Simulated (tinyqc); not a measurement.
Free and nearly free electrons in a metal: one step. The Fermi sphere.

The cubic cell holds 4 atoms: n = 4 z/a^3, kF = (3 pi^2 n)^(1/3), EF = c kF^2/m, vF = 2 c kF/(m hbar), c = hbar^2/2m0; rs = (3/(4 pi n))^(1/3)/a0; D(EF) = 3 n/(2 EF).

Constants: hbar^2/2m0 = 3.80998211 eV angstrom^2; hbar = 6.58211957e-16 eV s; a0 (Bohr radius) = 0.5291772105 angstrom.

Values chosen for the exercise (out of a larger set: near those of Co, whose d bands this model ignores; not measured data): a = 3.561 angstrom (fcc lattice constant); z = 2 (free electrons an atom); m = 1 m0 (mass).

Task: Evaluate the free-electron quantities.

Give: n; kF; EF; vF; rs; D(EF) per atom.

Result:

n = 0.17716 1/angstrom^3
kF = 1.7375 1/angstrom
EF = 11.502 eV
vF = 2.011e+06 m/s
rs = 2.087
D(EF) per atom = 0.2608 1/eV

Computed by tinyqc, a small Python program: `OMP_NUM_THREADS=1 python tinyqc.py 1681991 1681992 out.jsonl` (the numbers bound the seed that draws the inputs); one thread of a shared host (Intel(R) Xeon(R) Processor @ 2.30GHz), about 0.01 s for the whole set of steps.
